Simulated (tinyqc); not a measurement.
Two-diode model of a solar cell: one step of the calculation.

J is the current delivered and Vj = V + J Rs the junction voltage. J = X JL - J01 (exp(Vj/(n1 Vt)) - 1) - J02 (exp(Vj/(2 Vt)) - 1) - Vj/Rp. The photocurrent does not depend on voltage.

Task. New Vj. Open circuit: J(Vj) = 0. G = -dJ/dVj = J01 exp(Vj/(n1 Vt))/(n1 Vt) + J02 exp(Vj/(2 Vt))/(2 Vt) + 1/Rp. Vj(new) = Vj + J/G.

Parameters, values chosen for the exercise; values of the order met in cells of silicon: temperature T = 300 K; photocurrent at one sun JL = 40.6 mA/cm^2; concentration X = 0.1 suns; saturation current of the first diode J01 = 7.6e-13 A/cm^2; ideality factor of the first diode n1 = 1; shunt resistance Rp = 8000 ohm cm^2; saturation current of the second diode (ideality 2) J02 = 9e-9 A/cm^2.

Constants: q = 1.602176634e-19 C, kB = 1.380649e-23 J/K, Vt = kB T/q. Results are converted to the units shown.

Vj at the start = 0.57905599 V

Give: J; G; Vj after iteration 1.

Result.

J = -0.73018 mA/cm^2
G = 0.16990 S/cm^2
Vj after iteration 1 = 0.57476 V

Computed by the program tinyqc: `OMP_NUM_THREADS=1 python tinyqc.py 2280037 2280038 out.jsonl`, one thread of a shared Intel Xeon 2.30GHz, about 0.01 s for the whole run.
